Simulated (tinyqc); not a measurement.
Inside a calculation. Method: power iteration on a symmetric matrix. Computed by tinyqc, a small Python program that keeps every step. Settings: method = power, shift = -0.3. Command: `OMP_NUM_THREADS=1 python tinyqc.py 26127 26128 out.jsonl` (the two numbers bound the seeds that draw the settings). One thread of a shared host (Intel(R) Xeon(R) Processor @ 2.60GHz), about 0.01 s of CPU time with the checks.

## Step 1

A, lower triangle:
```
         1        2       3
1   0.0660
2  -0.5980   1.6810
3   0.3120  -0.8210  2.7730
```

vector v at the start: 0.5774  0.5774  0.5774

shift = -0.3000

w = (A - shift) v; v' = w/|w| with its largest component positive (the first on a tie); lambda = v'^T A v'.

vector after step 1: 0.0305  0.2140  0.9764

Rayleigh quotient after step 1 = 2.3881

## Step 2

As before.

vector after step 2: 0.0655  -0.1380  0.9883

Rayleigh quotient after step 2 = 3.0158

## Step 3

As before.

vector after step 3: 0.1224  -0.3316  0.9354

Rayleigh quotient after step 3 = 3.2417

## Course of the iteration

Stop when the residual |A v - lambda v| is below 1e-9.

Steps:
```
step    lambda  residual
1     2.388148  9.99e-01
2     3.015771  7.03e-01
3     3.241700  3.63e-01
4     3.296161  1.69e-01
5     3.307801  7.75e-02
6     3.310223  3.53e-02
7     3.310724  1.60e-02
8     3.310827  7.29e-03
9     3.310849  3.31e-03
10    3.310853  1.50e-03
11    3.310854  6.84e-04
12    3.310854  3.11e-04
13    3.310854  1.41e-04
14    3.310854  6.42e-05
15    3.310854  2.92e-05
16    3.310854  1.33e-05
17    3.310854  6.03e-06
18    3.310854  2.74e-06
19    3.310854  1.24e-06
20    3.310854  5.66e-07
21    3.310854  2.57e-07
22    3.310854  1.17e-07
23    3.310854  5.31e-08
24    3.310854  2.41e-08
25    3.310854  1.10e-08
26    3.310854  4.99e-09
27    3.310854  2.27e-09
28    3.310854  1.03e-09
29    3.310854  4.68e-10
```

all eigenvalues, for comparison: -0.1319  1.3411  3.3109

Converged in 29 steps.
